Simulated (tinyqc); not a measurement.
What moves the results: strained quantum well: band edges, subbands and transparency. A value that a table varies takes the place of the one given here.

Growth on (001), barriers unstrained: tr(e) = e (2 - nu2), Z = b e (1 + nu2); Ec = Ev + Eg + ac tr(e), E_HH = Ev + av tr(e) + Z, E_LH = Ev + av tr(e) - Z (coupling to the split-off band left out).

Masses along z: me, 1/(g1 - 2 g2) for HH, 1/(g1 + 2 g2) for LH, likewise in the barrier; in the plane me, 1/(g1 + g2) for HH and 1/(g1 - g2) for LH (no mixing, which understates the hole masses away from k = 0). Level n solves k L + 2 atan[(k/m)/(kappa/mb)] = n pi, k = sqrt(m E/c), kappa = sqrt(mb (V - E)/c), c = hbar^2/2m0.

Transparency (Bernard-Duraffourg): Fc - Fv equals the lowest transition energy with n = p, n = sum m/(2 pi c) kB T ln(1 + exp((Fc - E)/kB T)) and p likewise over the listed subbands; c = hbar^2/2m0, 1/angstrom^2 = 1e16/cm^2.

Constants: hbar^2/2m0 = 3.80998211 eV angstrom^2; kB = 8.617333262e-05 eV/K; hc = 1239.841984 eV nm.

Inputs chosen for the exercise (near those of an InGaAs/InP well; not measured data): nu2 = 0.985 (2 C12/C11); Eg = 0.813 eV (unstrained gap of the well); Ev = -0.611 eV (its valence edge); ac = -6.23 eV; av = 1.09 eV (Ev moves by av tr(e)); b = -1.91 eV (shear potential); Egb = 1.351 eV (gap of the barrier); Evb = -0.94 eV (its valence edge); L = 92 angstrom (well width); me = 0.0463 m0 (electron mass); g1 = 12.84 (gamma1); g2 = 4.96 (gamma2); meb = 0.08 m0; g1b = 5.08; g2b = 1.6; T = 250 K (temperature); es = (-0.02, -0.014, -0.008, -0.003, 0, 0.003, 0.007, 0.012) (strains); e = 0.006 (strain in the plane); Ls = (30, 40, 55, 70, 90, 120) angstrom (widths).

## Strain as a design knob

Only the strain is changed; the unstrained gap and the masses are kept.

Results:

| e (%) | wavelength (nm) | top hole | hh1 - lh1 (meV) | n_tr (1e12/cm^2) | share in top |
|---|---|---|---|---|---|
| -2.0 | 1344 | hh1 | 178 | 0.365 | 0.74 |
| -1.4 | 1369 | hh1 | 135 | 0.373 | 0.74 |
| -0.8 | 1397 | hh1 | 91 | 0.374 | 0.72 |
| -0.3 | 1422 | hh1 | 54 | 0.395 | 0.63 |
| 0.0 | 1438 | hh1 | 32 | 0.434 | 0.51 |
| 0.3 | 1455 | hh1 | 10 | 0.509 | 0.35 |
| 0.7 | 1513 | lh1 | -20 | 0.508 | 0.79 |
| 1.2 | 1619 | lh1 | -57 | 0.471 | 0.95 |

What can be read from the table?

n_tr is largest at e = +0.3 % (0.51), where hh1 - lh1 = 10 meV and the top subband holds 35 % of the holes, and smallest, 0.37, at -2.0 %. The top hole level turns from hh to lh, and the light from TE to TM, between +0.3 and +0.7 %. The wavelength runs from 1344 to 1619 nm.

## Width of the well

All levels anew.

Results:

| L (angstrom) | wavelength (nm) | top hole | hh1 - lh1 (meV) | n_tr (1e12/cm^2) | share in top | n_tr/L (1e18/cm^3) |
|---|---|---|---|---|---|---|
| 30 | 1265 | hh1 | 49 | 0.360 | 0.77 | 1.20 |
| 40 | 1327 | hh1 | 32 | 0.399 | 0.61 | 1.00 |
| 55 | 1391 | hh1 | 13 | 0.472 | 0.42 | 0.86 |
| 70 | 1433 | hh1 | 0 | 0.543 | 0.30 | 0.78 |
| 90 | 1489 | lh1 | -11 | 0.524 | 0.73 | 0.58 |
| 120 | 1542 | lh1 | -22 | 0.523 | 0.77 | 0.44 |

What can be read from the table?

The wavelength tunes by 277 nm. The sheet density at transparency changes from 0.36 to 0.52, the top hole subband holding 0.77 and 0.77 of the holes at the ends, while the volume density falls by a factor 2.8. Critical thickness and carrier escape are left out.

## What each parameter does

Edge wavelength, hh1 - lh1 and n_tr. Each row changes one parameter from the base and keeps the others.

Results:

| case | wavelength (nm) | hh1 - lh1 (meV) | n_tr (1e12/cm^2) |
|---|---|---|---|
| base | 1493.4 | -12.3 | 0.523 |
| L = 84 angstrom | 1474.3 | -8.4 | 0.528 |
| e = 0.004 | 1460.2 | 2.5 | 0.545 |
| Eg = 0.793 eV | 1528.2 | -12.3 | 0.523 |
| b = -2.2 eV | 1499.4 | -19.0 | 0.509 |
| ac = -5.61 eV | 1487.0 | -12.3 | 0.524 |
| me = 0.0509 m0 | 1496.1 | -12.3 | 0.555 |
| g1 = 13.61 | 1492.4 | -13.4 | 0.501 |
| T = 290 K | 1493.4 | -12.3 | 0.619 |

What does this show?

The largest shifts from the base row, up to three for each result and ties (the steps differ in size, so this ranks the rows, not the parameters). wavelength (nm): Eg +34.8, e -33.1, L -19.1; unchanged at the printed digits by T. hh1 - lh1 (meV): e +14.8, b -6.8, L +3.9; unchanged at the printed digits by Eg, ac, me and T. n_tr (1e12/cm^2): T +0.096, me +0.031, g1 -0.022; unchanged at the printed digits by Eg.

Run: tinyqc, `OMP_NUM_THREADS=1 python tinyqc.py 1251367 1251368 out.jsonl`; Intel(R) Xeon(R) Processor @ 2.30GHz, one thread, shared host; about 0.01 s of CPU time with all checks.
